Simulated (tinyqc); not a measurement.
# Doping from the body effect

Problem. The threshold of a long MOSFET, counted against the source, shifts by gamma (sqrt(2 phiF + Vsb) - sqrt(2 phiF)) with gamma = sqrt(2 eps0 eps_r q N)/Cox. Find 2 phiF, gamma and N from two shifts.

Parameters, values chosen for the exercise:
```
symbol,value,unit,meaning
eps_r,11.5,,relative permittivity
```

Constants: q = 1.602176634e-19 C, eps0 = 8.8541878128e-14 F/cm where lengths are in cm. Results are converted to the units shown.

|VT - VT(0)| at source-body biases 0.6 and 2.2 V (V): 0.0017512287  0.0050115497
Cox = 3.6744879 uF/cm^2

Answer. The ratio of the shifts depends on 2 phiF alone and rises steadily with it, so it fixes 2 phiF; either shift then gives gamma, and gamma gives N.

2 phiF = 0.7155 V
gamma = 0.005816 V^0.5
N = 1.400e15 cm^-3

Program tinyqc, `OMP_NUM_THREADS=1 python tinyqc.py 2060047 2060048 out.jsonl`; Intel Xeon 2.30GHz, shared host, one thread, about 0.01 s.
